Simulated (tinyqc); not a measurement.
An infinitely deep well in a field (quantum-confined Stark shift), Airy functions: the Stark shift against well width.

Hard walls at x = -L/2 and +L/2; between them U(x) = -F x (eV, zero at the centre). C = hbar^2/(2 m0), e = (C F^2/m1)^(1/3), z1 = (F L/2 - E)/e at the left wall and z2 = (-F L/2 - E)/e at the right wall. Levels are the roots of D(E) = Ai(z1) Bi(z2) - Ai(z2) Bi(z1).

Exact shifts E_n(F) - E_n(0) from the roots of D; <x> = -dE_1/dF. E_n(0) = C (n pi/L)^2/m1; second-order shift m1 F^2 L^4 (1 - 15/(pi n)^2)/(48 C pi^2 n^2).

Inputs (values chosen for the exercise):
- m1 = 0.086 m0 (mass)
- F = 0.024 V/nm (field)

Constants: q = 1.602176634e-19 C, hbar = 1.054571817e-34 J s, m0 = 9.1093837015e-31 kg, hbar^2/(2 m0) = 0.0380998212 eV nm^2. Results are converted to the units shown.

Result of one run:
columns A: L (nm); B: F L/E_1(0); C: shift of level 1 (meV); D: second order, 1 (meV); E: shift of level 2 (meV); F: second order, 2 (meV); G: <x> of level 1 (nm)
```
A        B       C       D      E      F       G
7.5  2.316  -4.467  -4.514  1.301  1.346  0.3685
```

What becomes of these results when the well width L is changed from 7.5 to 6.8 nm, all else the same?

Result of the changed run:
columns A: L (nm); B: F L/E_1(0); C: shift of level 1 (meV); D: second order, 1 (meV); E: shift of level 2 (meV); F: second order, 2 (meV); G: <x> of level 1 (nm)
```
A        B       C       D       E       F       G
6.8  1.726  -3.033  -3.050  0.8925  0.9096  0.2513
```

The whole series:
columns A: L (nm); B: F L/E_1(0); C: shift of level 1 (meV); D: second order, 1 (meV); E: shift of level 2 (meV); F: second order, 2 (meV); G: <x> of level 1 (nm)
```
A         B         C         D        E        F         G
2.8  0.1205  -0.08769  -0.08769  0.02615  0.02615  0.007307
3.5  0.2353   -0.2141   -0.2141  0.06382  0.06384   0.01784
4.1  0.3783   -0.4030   -0.4031   0.1201   0.1202   0.03358
4.8  0.6070   -0.7568   -0.7573   0.2253   0.2258   0.06302
5.5  0.9132    -1.303    -1.305   0.3872   0.3893    0.1084
6.2   1.308    -2.101    -2.108   0.6218   0.6286    0.1745
6.8   1.726    -3.033    -3.050   0.8925   0.9096    0.2513
7.5   2.316    -4.467    -4.514    1.301    1.346    0.3685
```

The shift of level 1 falls from -0.0877 to -4.47 meV, as L^(4.00) between the first two rows and L^(3.95) between the last two (second order: power 4). Second order is within 0.01 % of it in size in the first row and 1.0 % above it in the last. The shift of level 2 rises from 0.0261 to 1.30 meV.

Numbers from tinyqc (`OMP_NUM_THREADS=1 python tinyqc.py 2580022 2580023 out.jsonl`; about 0.02 s on one thread of a shared Intel Xeon 2.30GHz).
